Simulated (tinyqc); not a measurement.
# Doping from the body effect

Inverse problem. The threshold of a long MOSFET, counted against the source, shifts by gamma (sqrt(2 phiF + Vsb) - sqrt(2 phiF)) with gamma = sqrt(2 eps0 eps_r q N)/Cox. Find 2 phiF, gamma and N from two shifts.

Values chosen for this exercise: relative permittivity eps_r = 9.65.

Constants: q = 1.602176634e-19 C, eps0 = 8.8541878128e-14 F/cm where lengths are in cm. Results are converted to the units shown.

|VT - VT(0)| at source-body biases 1 and 3.3 V (V): [0.020381137, 0.059125459]
Cox = 0.26745754 uF/cm^2

Answer. The ratio of the shifts depends on 2 phiF alone and rises steadily with it, so it fixes 2 phiF; either shift then gives gamma, and gamma gives N.

2 phiF = 2.973 V
gamma = 0.07577 V^0.5
N = 1.500e15 cm^-3

tinyqc, about 0.01 s, one thread, Intel Xeon 2.30GHz (shared host): `OMP_NUM_THREADS=1 python tinyqc.py 2060115 2060116 out.jsonl`
